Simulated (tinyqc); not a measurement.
# Changing the offset spacer

Model: two-dimensional dopant profile at a mask edge: lateral junction, overlap and effective channel length. Computed by tinyqc, a small Python program. Command: `OMP_NUM_THREADS=1 python tinyqc.py 3031915 3031916 out.jsonl lateral sweep`. One thread of a shared host (Intel(R) Xeon(R) Processor @ 2.30GHz), about 0.01 s of CPU time with the checks.

Ions enter for y < 0; the mask (spacer, then gate) covers y > 0. x is the depth. The surface reflects dopant during the anneal.

Inputs (values chosen for the exercise, modelled on a source-drain extension in silicon):
```
quantity               value    unit
dose Q               8.6e+14  1/cm^2
projected range R_p       15      nm
vertical straggle        5.5      nm
lateral straggle         5.7      nm
anneal budget D t    1.3e-13    cm^2
channel doping C_B   4.3e+17  1/cm^3
gate length L_g          130      nm
oxide thickness          2.5      nm
```

Constants: eps_0 = 8.8541878128e-12 F/m.

Method:
- Widths s_x^2 = (vertical straggle)^2 + 2 D t, s_y^2 = (lateral straggle)^2 + 2 D t. C(x, y) = V(x) (1/2) erfc(y/(sqrt2 s_y)), V(x) = Q/(sqrt(2 pi) s_x) [exp(-(x - R_p)^2/(2 s_x^2)) + exp(-(x + R_p)^2/(2 s_x^2))]; 1 nm = 1e-7 cm.
- The vertical junction far from the mask solves V(x) = C_B.
- The lateral junction at depth x solves C = C_B: y_j(x) = sqrt2 s_y erfc^-1(2 C_B/V(x)). Overlap under the gate = y_j(0) - spacer; metallurgical channel L_met = L_g - 2 overlap (tails from the two sides are not added).
- Abruptness at y_j(0) in nm per decade = ln(10) s_y sqrt(pi/2) exp(u^2) erfc(u), u = y_j/(sqrt2 s_y). Overlap capacitance per width = 3.9 eps_0 overlap/t_ox (zero if there is no overlap).

One run for each value:
```
offset spacer (nm)  overlap (nm)  metallurgical channel L_met (nm)  overlap capacitance (fF/um)
0.0                        20.64                              88.7                       0.2852
5.4                        15.24                              99.5                       0.2106
11.0                        9.64                             110.7                       0.1332
16.0                        4.64                             120.7                       0.0642
21.0                       -0.36                             130.7                       0.0000
27.0                       -6.36                             142.7                       0.0000
32.0                      -11.36                             152.7                       0.0000
38.0                      -17.36                             164.7                       0.0000
```

Over the rows, overlap (nm) falls from 20.6 to -17.4; metallurgical channel L_met (nm) rises from 88.7 to 165; overlap capacitance (fF/um) falls from 0.285 to 0, flat over part of the range. The spacer shifts the whole profile, trading overlap capacitance against channel length (and, outside this model, series resistance); a negative overlap is an underlap.

Caution (all rows): the peak exceeds usual solubilities, so part of the dose is inactive and diffusion is concentration dependent. Caution (all rows): the profile peaks below the surface, where the junction reaches further under the gate than y_j(0); the overlap given is the one at the surface.

Extremes, crossings and ranges named in words are read from the listed rows.
